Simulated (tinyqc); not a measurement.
Short-channel transistor, virtual-source model with series resistance: two steps of the calculation.

The current per gate width is the charge at the top of the source barrier (the virtual source) times its velocity times a saturation function; al and be are fitting constants of the model. Units: I in uA/um, Rs in ohm um, so I Rs = 1e-6 I Rs in volts; Q in uC/cm^2, so I = 1e-4 Q vx0 Fsat with vx0 in cm/s.

Inputs (values chosen for the exercise): temperature T = 300 K; inversion capacitance Cinv = 3.22 uF/cm^2; velocity at the virtual source vx0 = 3.72e7 cm/s; apparent mobility mu = 130 cm^2/(V s); channel length L = 16 nm; threshold at zero drain voltage VT0 = 0.293 V; drain-induced barrier lowering dl = 0.079 V/V; subthreshold factor n0 = 1.21; growth of n with drain voltage nd = 0 1/V; threshold shift (in units of Vt) from weak to strong inversion al = 3.5; sharpness of saturation be = 1.6; series resistance of each contact Rs = 150 ohm um; gate voltage Vgs = 0.32 V; drain voltage Vds = 0.5 V.

Constants: q = 1.602176634e-19 C, kB = 1.380649e-23 J/K, Vt = kB T/q. Results are converted to the units shown.

Question 1. Current through the series resistance. Intrinsic voltages Vg' = Vgs - I Rs, Vd' = Vds - 2 I Rs. n = n0 + nd Vd', VT = VT0 - dl Vd', Ff = 1/(1 + exp((Vg' - VT + al Vt/2)/(al Vt))), Q = Cinv n Vt ln(1 + exp((Vg' - VT + al Vt Ff)/(n Vt))), Vdsat = (vx0 L/mu)(1 - Ff) + Vt Ff, Fsat = u/(1 + u^be)^(1/be) with u = Vd'/Vdsat, and I(out) = Q vx0 Fsat per width. (Fsat takes the sign of u.) I(new) = I + 0.5 (I(out) - I).

I at the start = 0 uA/um

Find: Vg'; Vd'; VT; Ff; Q; Vdsat; Fsat; I(out); I after iteration 1.

Answer 1.

Vg' = 0.32000 V
Vd' = 0.50000 V
VT = 0.25350 V
Ff = 0.22532
Q = 0.28585 uC/cm^2
Vdsat = 0.36051 V
Fsat = 0.74764
I(out) = 795.02 uA/um
I after iteration 1 = 397.51 uA/um

Question 2. What the series resistance costs. n = n0 + nd Vd', VT = VT0 - dl Vd', Ff = 1/(1 + exp((Vg' - VT + al Vt/2)/(al Vt))), Q = Cinv n Vt ln(1 + exp((Vg' - VT + al Vt Ff)/(n Vt))), Vdsat = (vx0 L/mu)(1 - Ff) + Vt Ff, Fsat = u/(1 + u^be)^(1/be) with u = Vd'/Vdsat, and I = Q vx0 Fsat per width. I0 is the current for Rs = 0. Effective velocity I/Q; transit time L Q/I.

converged I = 380.40744 uA/um
I0 = 795.02142 uA/um

Give: loss against I0; effective velocity; transit time.

Answer 2.

loss against I0 = 52.151 %
effective velocity = 2.7187e7 cm/s
transit time = 0.058851 ps

The carriers leave the virtual source at 73.1 % of vx0.

Program tinyqc, `OMP_NUM_THREADS=1 python tinyqc.py 2380003 2380004 out.jsonl`; Intel Xeon 2.30GHz, shared host, one thread, about 0.01 s.
